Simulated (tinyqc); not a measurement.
Centre against ionicity: Wannier function of the lower band of a two-orbital chain.

H(k) = [[-d/2 - 2 ta cos k, -t1 - t2 exp(-ik)], [-t1 - t2 exp(ik), d/2 - 2 tb cos k]], k in 1/a, Bloch sums with exp(ikR) and without the positions inside the cell. Mesh k_j = 2 pi j/N. Projection gauge: each lower eigenvector u is multiplied by the phase that makes <trial|u> real and positive (the one-band case of Loewdin orthogonalisation). Wannier amplitudes w(R) = (1/N) sum_k exp(ikR) u(k); hoppings H(R) = (1/N) sum_k exp(-ikR) E(k).

Values chosen for the exercise:
```
symbol  value  unit  meaning
t1      1.09   eV    A-B in the cell
t2      1.76   eV    B to A of the next cell
ta      -0.28  eV    A-A between cells
tb      -0.19  eV    B-B between cells
xb      0.48   a     position of B (A at 0)
```

N = 24, d varied. Overlaps M_j = u_j^+ diag(1, exp(-i b xb)) u_(j+1), b = 2 pi/N; centre -(1/2 pi) sum arg M_j folded into [0, 1); Omega_I = (1/(N b^2)) sum (1 - |M_j|^2); charge moved is -2 times the shift of the centre from its value at d = 0 (a doubly filled band); weight on A averaged over the mesh.

Against d:
```
d (eV)  centre (a)  charge moved (e)  weight on A  Omega_I (a^2)
-6.0        0.5021            0.5125        0.081         0.0217
-3.0        0.5387            0.4391        0.182         0.0532
-1.5        0.5998            0.3169        0.300         0.0968
-0.5        0.6943            0.1280        0.430         0.1367
0.0         0.7583            0.0000        0.509         0.1410
0.5         0.8173           -0.1180        0.585         0.1281
1.5         0.8940           -0.2714        0.705         0.0890
3.0         0.9448           -0.3730        0.816         0.0515
6.0         0.9783           -0.4400        0.917         0.0219
```

What does the comparison show?

For large positive d the function sits on A (centre 0.978) and for large negative d on B at 0.48 (centre 0.502); at d = 0 it lies at 0.758, on the bond between cells, the stronger one. Among these rows the spread is largest at d = 0 eV.

Program tinyqc; command `OMP_NUM_THREADS=1 python tinyqc.py 1451248 1451249 out.jsonl`; about 0.1 s on one thread of a shared Intel(R) Xeon(R) Processor @ 2.30GHz.
